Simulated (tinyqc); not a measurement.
Off-state leakage of single and stacked transistors: two steps of the calculation.

n-channel devices of unit width. Subthreshold current I(Vg, Vs, Vd) = I0 (T/300 K)^0.5 exp[(Vg - Vs - VT(T) - gb (Vs - Vb) + dd (Vd - Vs))/(nf Vt)] (1 - exp(-(Vd - Vs)/Vt)), VT(T) = VT - cT (T - 300 K). Gate-edge tunnelling Ig (Vd/1 V) exp(ag (Vd - 1 V)), for a gate at 0 V, and band-to-band leakage Ab u exp(-Bb/u), u = Vd - Vb + 1 V, flow at a drain held at V; both are taken as independent of T. In a stack of off transistors (all gates at 0 V) the same subthreshold current passes through each.

Parameters, values chosen for the exercise; values of the order met in bulk silicon logic transistors: temperature T = 330 K; supply voltage V = 0.8 V; threshold at 300 K, zero drain and body bias VT = 0.43 V; fall of the threshold with temperature cT = 1 mV/K; current at threshold at 300 K I0 = 0.26 uA/um; slope factor nf = 1.23; drain-induced lowering per volt dd = 0.14; rise of the threshold per volt of source-body bias gb = 0.19; gate-edge tunnelling current at 1 V Ig = 9e-6 uA/um; exponential slope of the gate current ag = 4.1 1/V; prefactor of band-to-band leakage at the drain Ab = 2 uA/(um V); its exponential voltage Bb = 19 V; body voltage Vb = -0.6 V.

Constants: q = 1.602176634e-19 C, kB = 1.380649e-23 J/K, Vt = kB T/q. Results are converted to the units shown.

Problem 1. Leakage of one transistor. Vg = Vs = 0, Vd = V; effective threshold VT(T) - gb Vb - dd V.

Give: effective threshold; parts; total; shares.

Solution 1.

effective threshold = 0.40200 V
parts (nA/um): subthreshold 0.0027817, gate edge 0.0031711, band-to-band 1.7502
total = 1.7561 nA/um
shares (%): subthreshold 0.15840, gate edge 0.18058, band-to-band 99.661

The band-to-band part is the largest.

Problem 2. New Vx. Stack of two, Vx the node between them: I_low = I(0, 0, Vx), I_up = I(0, Vx, V), f = ln(I_up/I_low), f' = -(1 + gb + 2 dd)/(nf Vt) - 1/(Vt (exp(Vx/Vt) - 1)) - 1/(Vt (exp((V - Vx)/Vt) - 1)), Vx(new) = Vx - f/f'.

Vx after iteration 1 = 0.077782914 V

Wanted: I_low; I_up; f; f'; Vx after iteration 2.

Solution 2.

I_low = 1.4447e-4 nA/um
I_up = 1.4449e-4 nA/um
f = 1.5297e-4
f' = -44.466 1/V
Vx after iteration 2 = 0.077786 V

tinyqc, about 0.03 s, one thread, Intel Xeon 2.30GHz (shared host): `OMP_NUM_THREADS=1 python tinyqc.py 2242096 2242097 out.jsonl`
